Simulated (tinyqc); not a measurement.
Resistance of a tapered via with liner, size effect and interface: one step of the calculation.

A round via whose diameter grows from db at the bottom as D(z) = db + 2 z/tan(ang). The fill, of diameter D - 2 tl, starts above the bottom liner (thickness fb tl) and has rho = rho0 (1 + ks lam/(D - 2 tl)); the sidewall liner conducts in parallel with it. The bottom liner and the interface are crossed over the full area pi db^2/4. Spreading in the lines above and below is left out.

Task. Total resistance. R_fill = sum of the slices; R_bottom = rl fb tl/(pi db^2/4); R_interface = ri/(pi db^2/4); ballistic (Sharvin) limit 1/(Sb pi (db - 2 tl)^2/4); ideal cylinder rho0 hv/(pi db^2/4).

Parameters, values chosen for the exercise; fill metal close to cobalt: diameter at the bottom db = 28 nm; height hv = 52 nm; bulk resistivity of the fill rho0 = 6.38 uohm cm; liner on the sidewall tl = 1.7 nm; liner at the bottom over that on the sidewall fb = 1; resistivity of the liner rl = 210 uohm cm; interface resistivity at the bottom ri = 1.4e-12 ohm cm^2; ballistic conductance per area, about 3/(4 rho0 lam) Sb = 1e15 S/m^2.

slice resistance, slice 0 to 6 (ohm): 1.2112926  1.1341769  1.0641182  1.0002883  0.94197637  0.88856920  0.83953604

Find: parts; R; shares; ballistic limit; ideal cylinder.

Result.

parts (ohm): fill 7.0800, bottom liner 5.7978, interface 0.22736
R = 13.105 ohm
shares (%): fill 54.024, bottom liner 44.241, interface 1.735
ballistic limit = 2.1040 ohm
ideal cylinder = 5.3879 ohm

The fill is the largest part, and R is 2.43 times the ideal cylinder. With 2000 slices R = 13.107 ohm.

Computed by the program tinyqc: `OMP_NUM_THREADS=1 python tinyqc.py 2750195 2750196 out.jsonl`, one thread of a shared Intel Xeon 2.30GHz, about 0.01 s for the whole run.
